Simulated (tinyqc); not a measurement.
# Worked calculation: fully depleted semiconductor-on-insulator film with two gates, non-linear Poisson equation by Newton steps

Numbers from tinyqc (`OMP_NUM_THREADS=1 python tinyqc.py 2190160 2190161 out.jsonl`; about 0.4 s on one thread of a shared Intel Xeon 2.30GHz). Printed values are rounded.

One dimension across the film, front interface at x = 0, back interface at x = ts. psi is counted from the intrinsic level, n = ni exp(psi/Vt) (source grounded), holes neglected, acceptors ionised. Gates act through Cox = eps0 eox/tox and Cbox = 3.9 eps0/tb with potentials G1 = Vg - (phiM - chi - Vt ln(Nc/ni)) and G2 = Vb - (phiB - chi - Vt ln(Nc/ni)). Classical Boltzmann densities, no interface charge, no depletion in the back plane.

Values chosen for this exercise; band and dielectric values those of a made-up semiconductor: temperature T = 300 K; band gap Eg = 0.884 eV; relative permittivity eps_r = 14.2; conduction-band density of states at T Nc = 1.83e17 cm^-3; valence-band density of states at T Nv = 8.13e18 cm^-3; electron affinity chi = 4.89 eV; relative permittivity of the gate insulator (close to silicon dioxide) eox = 3.9; insulator thickness tox = 1.1 nm; film thickness ts = 6.8 nm; buried-oxide thickness (eps_r 3.9) tb = 60 nm; acceptor density of the film Na = 1e15 cm^-3; work function of the front gate phiM = 5.57 eV; work function of the back plane phiB = 5.72 eV; back-gate voltage Vb = 0 V; front-gate voltage Vg = 1.26 V.

Constants: q = 1.602176634e-19 C, kB = 1.380649e-23 J/K, Vt = kB T/q, eps0 = 8.8541878128e-14 F/cm where lengths are in cm. Results are converted to the units shown.

Range of the model: In so thin a film or at such density quantum confinement moves the charge away from the interfaces and raises the threshold.

## Capacitances and gate potentials

ni = sqrt(Nc Nv) exp(-Eg/(2 Vt)), Eg in volts; Cox, Cbox, G1, G2 as defined; Cs = eps0 eps_r/ts; a = eps0 eps_r/h with h = ts/9; coupling ratio of a depleted film Cs Cbox/(Cox (Cs + Cbox)).

ni = 4.58139e10 cm^-3
Cox = 3.13921 uF/cm^2
Cbox = 0.0575522 uF/cm^2
Cs = 1.84896 uF/cm^2
a = 16.6407 uF/cm^2
G1 = 0.972961 V
G2 = -0.437039 V
coupling ratio = 0.0177799

## Iteration 1: density, residual and Jacobian diagonal

psi at the start, node 0 to 9 (V): 0.2  0.2  0.2  0.2  0.2  0.2  0.2  0.2  0.2  0.2

Nodes 0 to 9, h = ts/9, box widths w = h (h/2 at both ends), a = eps0 eps_r/h. F_i = a (psi_(i+1) - 2 psi_i + psi_(i-1)) - q w_i (n_i + Na); F_0 = a (psi_1 - psi_0) + Cox (G1 - psi_0) - q w_0 (n_0 + Na); F_9 = a (psi_8 - psi_9) + Cbox (G2 - psi_9) - q w_9 (n_9 + Na). Diagonal b_i = -2 a - q w_i n_i/Vt, with -a - Cox and -a - Cbox in place of -2 a at the ends.

```
node   n (cm^-3)  residual F (C/cm^2)  diagonal b (F/cm^2)
0     1.04918e14           2.42648e-6          -1.97799e-5
1     1.04918e14         -1.33754e-11          -3.32814e-5
2     1.04918e14         -1.33754e-11          -3.32814e-5
3     1.04918e14         -1.33754e-11          -3.32814e-5
4     1.04918e14         -1.33754e-11          -3.32814e-5
5     1.04918e14         -1.33754e-11          -3.32814e-5
6     1.04918e14         -1.33754e-11          -3.32814e-5
7     1.04918e14         -1.33754e-11          -3.32814e-5
8     1.04918e14         -1.33754e-11          -3.32814e-5
9     1.04918e14          -3.66697e-8          -1.66982e-5
```

## Iteration 1: Newton step

Solve a d_(i-1) + b_i d_i + a d_(i+1) = -F_i for all nodes. If the largest |d| exceeds 4 Vt, the whole step is scaled down so that it equals 4 Vt.

```
node  Newton step d, before damping (V)  psi after iteration 1 (V)
0                              0.748193                   0.303408
1                              0.743522                   0.302762
2                              0.738854                   0.302117
3                              0.734189                   0.301473
4                              0.729527                   0.300828
5                              0.724868                   0.300184
6                              0.720212                   0.299541
7                              0.715559                   0.298898
8                              0.710909                   0.298255
9                              0.706262                   0.297613
```

## Course of the Newton iteration

Stop when the largest undamped |d| is below 1e-9 V, or after 80 iterations.

Course of the iteration:
```
iteration  largest |F| (C/cm^2)  largest |d| (V)
1                       2.43e-6            0.748
2                       2.09e-6            0.641
3                       1.75e-6            0.420
4                       1.23e-6           0.0744
5                       1.44e-6           0.0179
6                       3.54e-7          7.90e-3
7                       3.89e-8          1.13e-3
8                      6.34e-10          1.95e-5
9                      1.84e-13          5.76e-9
10                      < 1e-18          < 1e-13
```

Converged in 10 iterations.

## Electron sheet density, centroid and oxide fields

converged psi, node 0 to 9 (V): 0.557691  0.518308  0.495909  0.480650  0.469348  0.460603  0.453681  0.448154  0.443754  0.440304

n_i = ni exp(psi_i/Vt); N_inv = sum w_i n_i with w = ts/9, halved at the ends; centroid sum w n x/N_inv; fields (G1 - psi_0)/tox and (G2 - psi_9)/tb.

n, node 0 to 9 (cm^-3): 1.07102e20  2.33450e19  9.81511e18  5.43946e18  3.51319e18  2.50492e18  1.91651e18  1.54761e18  1.30538e18  1.14229e18
N_inv = 7.82072e12 cm^-2
centroid = 0.903566 nm
field in the front oxide = 3.77518 MV/cm
field in the buried oxide = -0.146224 MV/cm

The centroid lies at 0.13 of the film, near the front interface. A 400-interval mesh gives N_inv = 7.629e12 cm^-2; this mesh is 2.5 % above it.
